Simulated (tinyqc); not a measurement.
Gate sheet resistance from two finger widths.

Problem. At low frequency R = Rsh Wf/(3 L) + B/Wf, where B collects the channel and vertical terms. Find Rsh, B and the width of lowest R.

Parameters, values chosen for the exercise: channel length L = 0.46 um.

input resistance of single fingers, contacted at one end, of width 1.2 and 11 um (ohm): 65.804348  37.108037

Solution. R Wf is a straight line in Wf^2; the minimum of R lies where both terms are equal.

Rsh = 3.800 ohm/square
B = 75.00 ohm um
width of lowest R = 5.219 um

tinyqc, about 0.01 s, one thread, Intel Xeon 2.30GHz (shared host): `OMP_NUM_THREADS=1 python tinyqc.py 2262111 2262112 out.jsonl`
